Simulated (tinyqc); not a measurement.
Strain, valley repopulation and piezoresistance in a many-valley conduction band. From one set of inputs to another, one input at a time. Computed by tinyqc, a small Python program. Command: `OMP_NUM_THREADS=1 python tinyqc.py 3005982 3005983 out.jsonl valleys ladder`. One thread of a shared host (Intel(R) Xeon(R) Processor @ 2.30GHz), about 0.07 s of CPU time with the checks.

Valleys are ellipsoids with mass m_l along the axis a and m_t across it, parabolic, with one constant relaxation time; strain shifts the valleys and leaves the masses alone. Currents are taken along [100], in the plane, and along [001], across the plane.

The inputs printed are set A. Inputs not listed in the table keep their values of set A, so the rows need not describe a real material.

Inputs (values chosen for the exercise, for a model crystal):
```
quantity                               value    unit
longitudinal mass m_l                  0.721     m_0
transverse mass m_t                    0.197     m_0
shear deformation potential Xi_u          12      eV
dilation deformation potential Xi_d      1.3      eV
C11                                      150     GPa
C12                                     67.3     GPa
C44                                     75.6     GPa
stress X (tension positive)              -46     MPa
electron density n                   1.6e+17  1/cm^3
relaxation time tau                      120      fs
temperature T                            200       K
```

Valley axes: <100> (6 valleys in 3 pairs). Load: biaxial in the (001) plane.

Constants: k_B = 8.617333262e-05 eV/K; m_0 = 9.1093837015e-31 kg; k_B = 1.380649e-23 J/K; hbar = 1.054571817e-34 J s; e = 1.602176634e-19 C.

Method:
- Compliances S11 = (C11 + C12)/((C11 - C12)(C11 + 2 C12)), S12 = -C12/((C11 - C12)(C11 + 2 C12)), S44 = 1/C44; stress sigma_xx = sigma_yy = X, all else 0; e_xx = S11 sigma_xx + S12 (sigma_yy + sigma_zz), e_xy = S44 sigma_xy/2 (tensor strain).
- Herring-Vogt shift of a valley with unit axis a: dE = Xi_d tr(e) + Xi_u a.e.a.
- Each of the 6 valleys holds n_v = N_v (2/sqrt(pi)) F_1/2((E_F - dE_v)/(k_B T)), N_v = 2 (m_d k_B T/(2 pi hbar^2))^(3/2), m_d = (m_l m_t^2)^(1/3); E_F solves sum n_v = n and is counted from the unstrained edge.
- F_j(eta) = int_0^infinity x^j/(1 + exp(x - eta)) dx, without a gamma-function factor. It is evaluated after integrating by parts.
- Integrals over x = E/(k_B T) use 160 Gauss-Legendre points in u = sqrt(x) from 0 to sqrt(max(eta, 0) + 32).
- Mobility tensor mu = e tau sum_v (n_v/n) [1/m_t + (1/m_l - 1/m_t) a a^T]; unstrained mu_0 = e tau (1/m_l + 2/m_t)/3; resistivity along d from the inverse tensor, rho_d = d.mu^-1.d/(n e), mobility along d = 1/(d.mu^-1.d); gauge pi_d = (rho_d/rho_0 - 1)/X.
- With eta_0 the reduced Fermi level without strain, r = F_-1/2(eta_0)/(2 F_1/2(eta_0)) (1 for a classical gas) and c = r (Xi_u/k_B T) (m_l - m_t)/(2 m_l + m_t): pi11 = -(2/3) c (S11 - S12), pi12 = -pi11/2, pi44 = 0, with S11 - S12 = 1/(C11 - C12).

Each row keeps all changes above it; columns: (1) input moved; (2) from; (3) to; (4) mobility along the first direction (cm^2/(V s)); (5) mobility along the second direction (cm^2/(V s)); (6) degeneracy factor r:
```
(1)                                         (2)    (3)   (4)   (5)     (6)
set A                                         -      -   781   874  0.9959
C11 (GPa)                                   150    165   785   865  0.9959
shear deformation potential Xi_u (eV)        12   8.97   792   852  0.9959
relaxation time tau (fs)                    120    380  2507  2699  0.9959
transverse mass m_t (m_0)                 0.197  0.194  2540  2736  0.9958
dilation deformation potential Xi_d (eV)    1.3    1.1  2540  2736  0.9958
longitudinal mass m_l (m_0)               0.721  0.893  2476  2686  0.9963
C44 (GPa)                                  75.6   80.1  2476  2686  0.9963
```

Which inputs carry the difference?

Mobility along the first direction goes from 781 to 2480, a factor 3.17 in all. The largest single move comes from relaxation time tau (a factor 3.17). Mobility along the second direction goes from 874 to 2690, a factor 3.07 in all. The largest single move comes from relaxation time tau (a factor 3.17). The single moves hold for this order of the switches; the total does not depend on the order.

Extremes, crossings and ranges named in words are read from the listed rows.
